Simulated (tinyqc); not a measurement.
Length offset and series resistance from crossing lines.

Inverse problem. R_total = Rs + k (L - dL)/Vo with constant Rs, dL and k. Find k, dL and Rs.

R_total at (L, Vo) = (90, 0.36), (270, 0.36), (90, 0.95) and (270, 0.95), L in nm and Vo in V (ohm um): [428.66667, 1178.6667, 216.47368, 500.68421]

Answer. At each overdrive R is a straight line in L with slope k/Vo; the two lines cross at L = dL, R = Rs.

k = 1.500 ohm um V/nm
dL = 8.000 nm
Rs = 87.00 ohm um

Program tinyqc, `OMP_NUM_THREADS=1 python tinyqc.py 2282224 2282225 out.jsonl`; Intel Xeon 2.30GHz, shared host, one thread, about 0.04 s.
